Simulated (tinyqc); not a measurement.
MOSFET in saturation, small-signal circuit and noise: one step of the calculation.

Bias by the inversion coefficient IC = I/Ispec (charge-based model with velocity saturation; weak inversion below 0.1, strong above 10). Common-source circuit: gm, gds, Cgs, Cgd and Cj at the inner nodes, Rg in series with the gate; quasi-static, no source or drain resistance, no gate-body capacitance, no substrate network, no induced gate noise, so fmax is an upper estimate.

Task. Capacitances, gate resistance and cut-off frequencies. qs = [sqrt(1 + 4 IC) - 1]/2, Cgs = Cox W L qs (2 qs + 3)/(3 (qs + 1)^2) + Cov W, Cgd = Cov W, Cd = Cj W, Rg = Rsh (Wf/L)/(12 Nf) + Rc/W with Nf = W/Wf fingers (not rounded) contacted at both ends. fT = gm/(2 pi (Cgs + Cgd)), fmax = fT/(2 sqrt(Rg (gds + 2 pi fT Cgd))).

Values chosen for this exercise:
- L = 350 nm (gate length)
- W = 40 um (total gate width)
- Cox = 2.15 uF/cm^2 (gate capacitance)
- Cov = 0.42 fF/um (overlap and fringe capacitance per side)
- Cj = 0.81 fF/um (drain junction capacitance)
- Rsh = 20 ohm (sheet resistance of the gate)
- Wf = 2 um (finger width)
- Rc = 100 ohm um (gate contact and vertical resistance)
- IC = 0.095 (inversion coefficient)

gm = 0.14389360 mS
gds = 0.0018706168 mS

Give: Cgs; Cgd; Cd; Rg; fT; fmax.

Result.

Cgs = 40.337 fF
Cgd = 16.800 fF
Cd = 32.400 fF
Rg = 2.9762 ohm
fT = 0.40082 GHz
fmax = 17.477 GHz

Overlap and fringe make up 58.8 % of the gate capacitance; fmax is 43.6 times fT.

Computed by the program tinyqc: `OMP_NUM_THREADS=1 python tinyqc.py 2150023 2150024 out.jsonl`, one thread of a shared Intel Xeon 2.30GHz, about 0.01 s for the whole run.
